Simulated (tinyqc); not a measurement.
Isotherms: adsorption as a lattice gas: isotherms with interactions, competition, desorption peaks and saturation dose. Computed by tinyqc, a small Python program. Command: `OMP_NUM_THREADS=1 python tinyqc.py 3015793 3015794 out.jsonl adsorb walk`. One thread of a shared host (Intel(R) Xeon(R) Processor @ 2.30GHz), about 0.2 s of CPU time with the checks.

One adsorbate per site; a molecule needs 1 empty site. Gas and surface have the same temperature.

Inputs (values chosen for the exercise, for a model surface): desorption energy E = 0.812 eV; prefactor nu = 2e+13 1/s; pair energy w (positive repels) = 0.036 eV; neighbours z = 4; site density N_s = 9.6 1/nm^2; molecular mass M = 90.7 u; sticking coefficient s0 = 0.17; temperature T = 349 K; pressure p = 0.041 Pa; blocking by a second gas, K_B p_B = 2.6.

Adsorption: molecular (first order).

Constants: u = 1.6605390666e-27 kg; k_B = 1.380649e-23 J/K; k_B = 8.617333262e-05 eV/K.

Method. Flux F = p/sqrt(2 pi M k_B T); k_d = nu exp(-E/(k_B T)); s0 F (1 - theta) = N_s k_d theta, so y = s0 F/(N_s k_d), theta = y/(1 + y). With a second gas on the same sites theta = y/(1 + y + K_B p_B). With u = w/(k_B T). Mean field: theta/(1 - theta) = y exp(-z u theta). Quasi-chemical: theta/(1 - theta) = y [(r - 1 + 2 theta)(1 - theta)/((r + 1 - 2 theta) theta)]^(-z/2) exp(-z u/2), r = sqrt(1 - 4 theta (1 - theta)(1 - exp(-u))).

u = 1.19703

Coverage; the first column is ln y - z u/2:
```
ln y - z u/2  no interaction  mean field  quasi-chemical
-5.0                 0.06876     0.05395         0.05844
-3.0                 0.35298     0.18422         0.20786
-2.0                 0.59726     0.27978         0.30645
-1.0                 0.80124     0.38711         0.40463
-0.5                 0.86922     0.44322         0.45255
0.0                  0.91637     0.50000         0.50000
0.5                  0.94755     0.55678         0.54745
1.0                  0.96752     0.61289         0.59537
2.0                  0.98780     0.72022         0.69355
3.0                  0.99548     0.81578         0.79214
5.0                  0.99939     0.94605         0.94156
```

What follows from these numbers?

At half coverage the slope d theta/d ln y is 1/4 without interaction, 1/(4 + z u) = 0.114 in mean field and 0.095 in the pair theory, 1/[4 + 2 z (exp(u/2) - 1)]. Repulsion spreads the filling over a wider range of pressure; the two theories differ by at most 0.027 in these rows. Caution: for z u near 4 or above (near 8 on the triangular lattice, z = 6) mean field itself predicts sublattice order near half coverage (the exact threshold is higher); both uniform formulas leave ordering out.
